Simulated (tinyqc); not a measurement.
What moves the results: shallow acceptor in the spherical four-band model. A value that a table varies takes the place of the one given here.

The ground state 1S3/2 has an L = 0 part f(r) and an L = 2 part g(r). In units of Ry* and a*, with Gaussians f_i = exp(-a_i r^2), g_i = r^2 exp(-a_i r^2), A = a_i + a_j and I(n) = Gamma((n + 1)/2)/(2 A^((n + 1)/2)): S_ff = I(2), S_gg = I(6), H_ff = (6 a_i a_j/A) I(2) - 2 I(1), H_gg = (14 a_i a_j/A) I(6) - 2 I(5), H_fg = -mu [15 I(2) - 20 a_j I(4) + 4 a_j^2 I(6)]; each function is then normalised. The split-off band is left out.

Converged values use 22 exponents 2.2^i, i = -7 to 14, for f and for g.

Units Ry* = Ry/(g1 eps^2) and a* = a0 eps g1; mu = (6 g3 + 4 g2)/(5 g1) is the spherical heavy-light coupling and delta = (g3 - g2)/g1 the cubic term, which is left out.

Constants: Ry = 13.60569312 eV; a0 (Bohr radius) = 0.5291772105 angstrom.

Inputs chosen for the exercise (near those of a shallow acceptor in GaAs; not measured data):
- mus = (0.19, 0.31, 0.42, 0.63, 0.7, 0.8, 0.88) (couplings)
- rc = 2 angstrom (radius of the central cell)
- Vs = (2, 0, -0.5, -1.5, -2.5, -3.5) eV (central-cell strengths)
- g1 = 6.99 (Luttinger gamma1)
- g2 = 2.06 (gamma2)
- g3 = 2.93 (gamma3)
- eps = 12.8 (dielectric constant)

## Strength of the heavy-light coupling

Ry* = 11.8802 meV

Converged values in Ry* and a*; the heavy-mass hydrogen model gives 1/(1 - mu).

Results:
```
mu,binding (Ry*),1/(1 - mu),ratio,L = 2 weight,<r> (a*),binding (meV)
0.19,1.034,1.235,0.837,0.015,1.459,12.3
0.31,1.095,1.449,0.756,0.041,1.389,13.0
0.42,1.192,1.724,0.691,0.077,1.292,14.2
0.63,1.588,2.703,0.588,0.178,1.005,18.9
0.70,1.857,3.333,0.557,0.223,0.874,22.1
0.80,2.580,5.000,0.516,0.298,0.647,30.7
0.88,4.038,8.333,0.485,0.369,0.425,48.0
```

The binding starts as 1 + O(mu^2), 1.034 at mu = 0.19, since the coupling enters in second order, and reaches 4.04 at mu = 0.88. The ratio to the heavy-mass model falls from 0.84 to 0.48, towards about 0.44 as mu goes to 1: the bound hole is only partly heavy. The L = 2 weight grows to 0.37 and the radius shrinks by a factor 3.4.

## Central-cell correction

mu = 0.73877
a* = 47.347 angstrom

A short-range term V exp(-r^2/rc^2) is added (negative: attracts the hole); its elements are V S (A/(A + 1/rc^2))^(3/2) for f and ^(7/2) for g, in the same units.

Results:
```
V (eV),1S binding (meV),2S binding (meV),<r> (angstrom),L = 2 weight
2.0,22.9,7.03,40.2,0.248
0.0,24.6,7.26,37.5,0.251
-0.5,25.2,7.34,36.6,0.252
-1.5,26.9,7.55,34.4,0.254
-2.5,29.6,7.85,31.4,0.257
-3.5,34.2,8.31,27.5,0.262
```

From V = 0 to -3.5 eV the 1S binding grows by 9.6 meV (39 %) and the 2S binding by 1.05 meV, so the chemical shift sits mainly in the ground state. A repulsion of 2 eV removes 1.7 meV. The slope is 4.56 meV per eV over the last step against 0.85 on the repulsive side, since attraction pulls the state into the cell: the route from a shallow to a deep level.

## What each parameter does

Converged values. Each row changes one parameter from the base and keeps the others.

Results:
```
case,mu,Ry* (meV),binding (meV),<r> (angstrom)
base,0.739,11.88,24.60,37.5
g1 = 7.55,0.684,11.00,19.63,46.3
g2 = 1.75,0.703,11.88,22.25,41.0
g3 = 2.7,0.699,11.88,22.02,41.4
eps = 11.8,0.739,13.98,28.94,34.5
```

The largest shifts from the base row, up to three for each result and ties (the steps differ in size, so this ranks the rows, not the parameters). mu: g1 -0.055, g3 -0.039, g2 -0.035; unchanged at the printed digits by eps. Ry* (meV): eps +2.10, g1 -0.88; unchanged at the printed digits by g2 and g3. binding (meV): g1 -4.97, eps +4.35, g3 -2.58. <r> (angstrom): g1 +8.8, g3 +4.0, g2 +3.6. g1 acts twice: it lowers Ry* and it lowers mu.

Computed by tinyqc, a small Python program: `OMP_NUM_THREADS=1 python tinyqc.py 1250253 1250254 out.jsonl` (the numbers bound the seed that draws the inputs); one thread of a shared host (Intel(R) Xeon(R) Processor @ 2.30GHz), about 0.04 s for the whole set of steps.
